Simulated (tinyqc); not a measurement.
Valley-orbit splitting of a donor ground state, with strain: one step, computed by the program tinyqc.

The basis is the 1s envelope in each valley; energies are counted from the unstrained conduction-band edge. The strain is e_s (a a^T - 1/3) for the unit stress axis a, so valley j along n_j moves by Xi_u e_s w_j with w_j = (n_j.a)^2 - 1/3: +1/6 for x and y, -1/3 for z. The splitting at the zone boundary that a [110] shear adds for <100> valleys is left out.

Question. Levels and ground state under strain. Diagonalise H; the ground vector has positive components. The density at the nucleus, and so the contact hyperfine coupling, scales as (sum_j c_j)^2/(number of valleys), which is 1 without strain; the envelopes are held fixed.

Valleys: six along <100>. Stress axis: [110].

H (meV):
```
          +x        -x        +y        -y        +z        -z
+x  -26.9579   -0.8250   -2.4000   -2.4000   -2.4000   -2.4000
-x   -0.8250  -26.9579   -2.4000   -2.4000   -2.4000   -2.4000
+y   -2.4000   -2.4000  -26.9579   -0.8250   -2.4000   -2.4000
-y   -2.4000   -2.4000   -0.8250  -26.9579   -2.4000   -2.4000
+z   -2.4000   -2.4000   -2.4000   -2.4000  -25.6442   -0.8250
-z   -2.4000   -2.4000   -2.4000   -2.4000   -0.8250  -25.6442
```

Give: levels; valley amplitudes of the ground state; hyperfine ratio A/A_0.

Answer.

levels (meV): -36.971  -26.133  -26.133  -24.819  -22.983  -22.081

valley amplitudes of the ground state: +x 0.41991, -x 0.41991, +y 0.41991, -y 0.41991, +z 0.38386, -z 0.38386

hyperfine ratio A/A_0 = 0.99827
